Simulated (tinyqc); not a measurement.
Pull-up strength from the switching point.

Question. Transistor (EKV form, voltages against the body): I = 2 n b Vt^2 [F(vp - Vs) - F(vp - Vd)] from drain to source, F(v) = ln^2(1 + exp(v/(2 Vt))), vp = (Vg - VT + sg |Vd - Vs|)/n. n-channel bodies are at 0; for the p-channel device all voltages are counted down from Vdd. b in uA/V^2 gives I in uA. In an inverter In(Vg = Vd = VM) equals Ip at the switching point VM. Find bp and the current there.

Inputs (values chosen for the exercise):
```
symbol,value,unit,meaning
T,300,K,temperature
Vdd,0.7,V,supply voltage
n,1.15,,slope factor
sg,0.095,,drain-induced barrier lowering
VTn,0.34,V,n-channel threshold
VTp,0.37,V,p-channel threshold (magnitude)
bn,220,uA/V^2,gain factor of the pull-down transistor
```

Constants: q = 1.602176634e-19 C, kB = 1.380649e-23 J/K, Vt = kB T/q. Results are converted to the units shown.

VM = 0.342132152 V

Solution. Ip is proportional to bp, so bp is In(VM) over the p-channel current for unit b.

bp = 290 uA/V^2
current at VM = 0.356 uA

Program tinyqc, `OMP_NUM_THREADS=1 python tinyqc.py 2340044 2340045 out.jsonl`; Intel Xeon 2.30GHz, shared host, one thread, about 0.03 s.
